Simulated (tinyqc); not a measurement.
# Capacitance measurement on a leaky thin oxide: effects of series resistance and leakage, step by step

Numbers from tinyqc (`OMP_NUM_THREADS=1 python tinyqc.py 2022087 2022088 out.jsonl`; about 0.01 s on one thread of a shared Intel Xeon 2.30GHz). Printed values are rounded.

The device is a capacitance C in parallel with a leakage conductance G, in series with Rs and Ls. An impedance meter reports either a parallel pair (Cp, Gp) from Y = 1/Z = Gp + i w Cp or a series pair (Cs, Rm) from Z = Rm + 1/(i w Cs); w = 2 pi f, dissipation D = Gp/(w |Cp|).

Parameters, values chosen for the exercise; values of the order met in thin-oxide MOS capacitors:
```
symbol    value    unit                                                               meaning
eox        21.4          relative permittivity of the gate insulator (close to hafnium oxide)
tox         6.9      nm                                                   insulator thickness
A           400    um^2                                                             gate area
zc         0.35      nm            oxide-equivalent thickness added by the accumulation layer
zp            0      nm                    oxide-equivalent thickness added by gate depletion
Jg      0.00017  A/cm^2            gate leakage current density, not matched to the thickness
Vs         0.31       V                             voltage for an e-fold rise of the leakage
Rs           78     ohm                                                     series resistance
Ls           35      nH                                                     series inductance
f           1e6      Hz                                                   measuring frequency
```

Constants: eps0 = 8.8541878128e-14 F/cm where lengths are in cm. Results are converted to the units shown.

## True capacitance and conductance

EOT = 3.9 tox/eox; CET = EOT + zc + zp; C = 3.9 eps0 A/CET; G = Jg A/Vs.

EOT = 1.257477 nm
CET = 1.607477 nm
C = 8.592680 pF
G = 0.002193548 uS

## What the meter reports

Z = Rs + i w Ls + 1/(G + i w C).

Z = (0.007875-1.852193i) x 1e4 ohm
Cp = 8.592627 pF
Gp = 0.2295536 uS
Cs = 8.592782 pF
D = 0.004251853

Cp is within 0.01 % of C and Cs is within 0.01 % of it; G Rs = 1.71e-7, w C Rs = 0.00421 and G/(w C) = 4.06e-5.
